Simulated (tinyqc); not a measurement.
## Thin-film transistor with exponential tail and deep states, accumulation layer: effect of the temperature

An undoped film in accumulation, thicker than the space-charge layer. With band bending psi the Fermi level lies E0 - psi below the band edge. Free electrons n = n0 exp(psi/Vt) carry the current; electrons in two exponential distributions of traps, a = a0 exp(psi/Va) and d = d0 exp(psi/Vp), do not. Linear regime, ohmic contacts, traps in equilibrium.

Va = kB Tt/q, Vp = kB Td/q; n0 = Nc exp(-E0/Vt), a0 = Nt th(T/Tt) exp(-E0/Va), d0 = Nd th(T/Td) exp(-E0/Vp), th(x) = pi x/sin(pi x). G(psi) = sum over the three kinds of c0 [V (exp(psi/V) - 1) - psi], field F = sqrt(2 q G/(eps0 eps_r)); Vg = psi + eps0 eps_r F/Ci at the surface. Total charge Q = Ci (Vg - psi_s); free charge Qf = q times the integral of n0 (exp(psi/Vt) - 1)/F over psi from 0 to psi_s; I = (W/L) mb Qf Vd; effective mobility mb Qf/Q. Nc, E0 and mb are held fixed.

Parameters, values chosen for the exercise; values close to those of an organic semiconductor:
```
symbol,value,unit,meaning
eps_r,3.2,,relative permittivity of the semiconductor
Nc,1e20,cm^-3,density of extended states
mb,3.4,cm^2/(V s),band mobility
Nt,1.1e20,cm^-3,total density of tail states
Tt,470,K,characteristic temperature of the tail
Nd,3.6e17,cm^-3,total density of deep states
Td,1230,K,characteristic temperature of the deep states
E0,0.43,eV,bulk Fermi level below the band edge
Ci,17,nF/cm^2,gate capacitance
WL,5,,ratio W/L
Vd,0.05,V,drain voltage
Vg,23,V,gate voltage above flat band
```

Constants: q = 1.602176634e-19 C, kB = 1.380649e-23 J/K, Vt = kB T/q, eps0 = 8.8541878128e-14 F/cm where lengths are in cm. Results are converted to the units shown.

Effect of the temperature:
```
T (K),E0 - psi_s (eV),Q (nC/cm^2),free share (%),effective mobility (cm^2/(V s)),I (nA)
160,0.05021,384.5,1.341,0.04559,4.383
180,0.05284,384.6,1.962,0.06670,6.413
200,0.05582,384.6,2.651,0.09014,8.668
220,0.05916,384.7,3.378,0.1148,11.05
240,0.06288,384.8,4.112,0.1398,13.45
260,0.06700,384.8,4.824,0.1640,15.78
280,0.07156,384.9,5.486,0.1865,17.95
300,0.07665,385.0,6.068,0.2063,19.86
```

As T goes from 160 to 300 K, the free share rises from 1.34 to 6.07 %, the distance of the Fermi level from the edge rises from 0.0502 to 0.0766 eV and the current rises from 4.38 to 19.9 nA. The apparent activation energy between the first two rows is 0.0472 eV, against E0 - psi_s = 0.0502 eV there. For T = 240 to 300 K the th form, which assumes a Fermi level far below the edge, overcounts the filled tail at the surface by more than 15 %.

Program tinyqc, `OMP_NUM_THREADS=1 python tinyqc.py 2610004 2610005 out.jsonl`; Intel Xeon 2.30GHz, shared host, one thread, about 0.01 s.
